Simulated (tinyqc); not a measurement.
From results back to parameters: dielectric confinement in a thin film (image charges). Three cases, with inputs chosen for the exercise.

Problem. The self-energy at the centre was computed from a hidden eh.

A film |z| < t/2 of dielectric constant eps between half-spaces of dielectric constant e2; lam = (eps - e2)/(eps + e2), q = e^2/(4 pi eps0). The self-energy of a band edge is taken with the high-frequency value, e2 = eh, and the field of a fixed ion with the static one, e2 = eo. A charge at z has images lam^|n| at n t + (-1)^n z. Its self-energy is S(z) = (q/2 eps) sum over n >= 1 of lam^n [1/(n t - 2z) + 1/(n t + 2z)] for odd n and 2 lam^n/(n t) for even n; at the centre S(0) = -(q/(eps t)) ln(1 - lam).

Constants: e^2/(4 pi eps0) = 14.39964547 eV angstrom.

Case 1.

Values chosen: t = 28 angstrom (film thickness); eps = 16.3 (dielectric constant of the film).
S(0) = 47.9759 meV

Case 2.

Values chosen: t = 28 angstrom (film thickness); eps = 11.6 (dielectric constant of the film).
S(0) = 50.6765 meV

Case 3.

Values chosen: t = 16 angstrom (film thickness); eps = 11.6 (dielectric constant of the film).
S(0) = 51.8131 meV

Find: lam; eh.

Solution. lam = 1 - exp(-S(0) eps t/q), and eh = eps (1 - lam)/(1 + lam).

Case 1.

lam = 0.7814
eh = 2.0

Case 2.

lam = 0.6812
eh = 2.2

Case 3.

lam = 0.4872
eh = 4.0

Computed by tinyqc, one run a case: `OMP_NUM_THREADS=1 python tinyqc.py N N+1 out.jsonl` with N = 1251453, 1251469, 1251531; one thread of a shared Intel(R) Xeon(R) Processor @ 2.30GHz, about 0.08 s a run at most.
